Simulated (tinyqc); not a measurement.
# Electroplating on a thin resistive seed layer: kinetics, Wagner number and the terminal effect across a wafer, step by step

A worked calculation. Computed by tinyqc, a small Python program that keeps every step. Command: `OMP_NUM_THREADS=1 python tinyqc.py 3120279 3120280 out.jsonl terminal walk`. One thread of a shared host (Intel(R) Xeon(R) Processor @ 2.30GHz), about 0.02 s of CPU time with the checks. Intermediate numbers are printed to about 6 digits and carried at full precision; extremes and crossings named in words are read from the listed rows.

Current enters the seed at the rim. The bath is treated as a local resistance per area (no lateral flow in the liquid), two electrons per ion, molar volume 7.11 cm^3/mol, Faraday constant F = e N_A, kinematic viscosity 0.01 cm^2/s, omega = 2 pi x rpm/60; k_B T/e is in volts.

Inputs (values chosen for the exercise, of the order of those for copper plating on a thin cobalt or ruthenium seed): wafer radius R = 10 cm; seed thickness t = 100 nm; seed resistivity = 2.3 microohm cm; bath conductivity kappa = 0.22 S/cm; gap to the anode h = 12 cm; extra resistance of a porous plate = 28 ohm cm^2; exchange current density i_0 = 0.18 mA/cm^2; cathodic transfer coefficient alpha = 0.3; mean current density = 6.3 mA/cm^2; diffusivity of the metal ion = 4.1e-06 cm^2/s; metal ion concentration = 0.57 mol/L; rotation rate = 60 rpm; temperature T = 298 K.

Constants: e = 1.602176634e-19 C; N_A = 6.02214076e+23 1/mol; k_B = 8.617333262e-05 eV/K.

## Rate, limit and resistances

Growth rate = i V_m/(2 F). Levich limit i_L = 0.62 x 2 F D^(2/3) omega^(1/2) nu^(-1/6) c. Tafel overpotential eta = (k_B T/(alpha e)) ln(i/i_0); kinetic resistance k_B T/(alpha e i); bath resistance h/kappa + plate; R_s = resistivity/t; Wagner number = kinetic resistance x kappa/R.

growth rate = 139.274 nm/min

limiting current i_L = 94.3417 mA/cm^2

overpotential = 304.334 mV

kinetic resistance = 13.5871 ohm cm^2

bath resistance R_b = 82.5455 ohm cm^2

sheet resistance R_s = 0.23 ohm/square

Wagner number = 0.298917

## Linear estimate of the terminal effect

Linearised: with R_t = kinetic + bath resistance the current density obeys (1/r)(r i')' = i R_s/R_t, so i = A I_0(r/l), l = sqrt(R_t/R_s); with x = R/l, edge/centre = I_0(x) and edge/mean = x I_0(x)/(2 I_1(x)). Voltage drop in the seed for a uniform current: i R_s R^2/4.

length l = 20.4443 cm

x = R/l = 0.489135

edge over centre, linear = 1.06071

edge over mean, linear = 1.02961

drop for uniform current = 36.225 mV

For small x edge/centre is 1 + x^2/4 = 1.060.

## Current distribution

Full model: seed potential phi(r) with (1/r)(r phi')' = R_s i, where i solves phi = R_b i + (k_B T/(alpha e)) ln(i/i_0) (phi being the driving voltage left at r); phi'(0) = 0 and phi'(R) = R_s i_mean R/2. Solved by collocation to a tolerance of 1e-7.

Across the wafer:
```
r/R   i (mA/cm^2)   i/mean  i/mean, linear
0.00      6.11554  0.97072         0.97068
0.20      6.13012  0.97303         0.97300
0.40      6.17400  0.98000         0.97999
0.60      6.24757  0.99168         0.99169
0.75      6.32264  1.00359         1.00361
0.90      6.41518  1.01828         1.01828
1.00      6.48682  1.02965         1.02961
```

edge over centre, full model = 1.06071

The full model gives 1.06 against 1.06 from the linear form.

## As the film thickens, and with more bath resistance

The film is taken as uniform, with the seed resistivity; the last column adds 100 ohm cm^2 to R_b. Extra power of that plate = i^2 x 100 ohm cm^2 x area.

Edge over centre:
```
thickness (nm)  R_s (ohm/square)  as given  with 100 ohm cm^2 more
100                     0.230000   1.06071                 1.02953
150                     0.153333   1.04027                 1.01964
200                     0.115000   1.03013                 1.01471
300                     0.076667   1.02004                 1.00980
500                     0.046000   1.01200                 1.00587
1000                    0.023000   1.00599                 1.00293
2000                    0.011500   1.00299                 1.00147
```

extra power = 1.24690 W

The ratio falls below 1.1 from 100 nm on as given, and from 100 nm on with the added resistance: what counts is R_s R^2 against the sum of kinetic and bath resistance.

Checks made by the program: mean of the distribution (relative difference 8e-09).
